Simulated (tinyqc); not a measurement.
Carrier lifetime from Shockley-Read-Hall, radiative, Auger and surface recombination: one step, computed by the program tinyqc. Command: `OMP_NUM_THREADS=1 python tinyqc.py 3027453 3027454 out.jsonl lifetime walk`. One thread of a shared host (Intel(R) Xeon(R) Processor @ 2.30GHz), about 0.02 s of CPU time with the checks.

Energies are counted from the top of the valence band. Boltzmann statistics, full ionisation, and equal excess densities of electrons and holes.

Question. Lifetimes at the given injection. With n = n_0 + dn, p = p_0 + dn and U/dn = 1/tau: (n p - n_i^2)/dn = n_0 + p_0 + dn = s; 1/tau_SRH = s/[tau_p0 (n + n1) + tau_n0 (p + p1)]; 1/tau_rad = B s; 1/tau_Aug = (C_n n + C_p p) s; the rates add, with 1/tau_s. Radiative efficiency = tau_eff/tau_rad; effective diffusion length = sqrt(D tau_eff).

Inputs (values chosen for the exercise, for a model semiconductor):
```
quantity                   value    unit
temperature T                250       K
doping N                 2.8e+14   cm^-3
trap density N_t           8e+14   cm^-3
radiative coefficient B  2.7e-10  cm^3/s
Auger coefficient C_n    4.3e-30  cm^6/s
Auger coefficient C_p    2.4e-30  cm^6/s
excess density dn        1.7e+15   cm^-3
diffusion coefficient D       15  cm^2/s
```

Doping: n-type. Surface term: two equal surfaces.

n_0 = 2.80e+14 cm^-3

p_0 = 2.668100e-08 cm^-3

tau_p0 = 4.199575e-07 s

n1 = 1220232 cm^-3

tau_n0 = 6.082751e-08 s

p1 = 6.122346 cm^-3

tau_s = 1.375932e-06 s

Give: tau_SRH at dn; tau_rad at dn; tau_Aug at dn; effective lifetime at dn; radiative efficiency at dn; effective diffusion length at dn.

Answer.

tau_SRH at dn = 4.7218e-07 s

tau_rad at dn = 1.8706e-06 s

tau_Aug at dn = 0.040102 s

effective lifetime at dn = 2.9593e-07 s

radiative efficiency at dn = 0.15820

effective diffusion length at dn = 21.069 micrometre

Caution: the trap density is not small against the doping, so trapped charge breaks the equality of the excess densities. Caution: beyond low injection D should be the ambipolar coefficient.
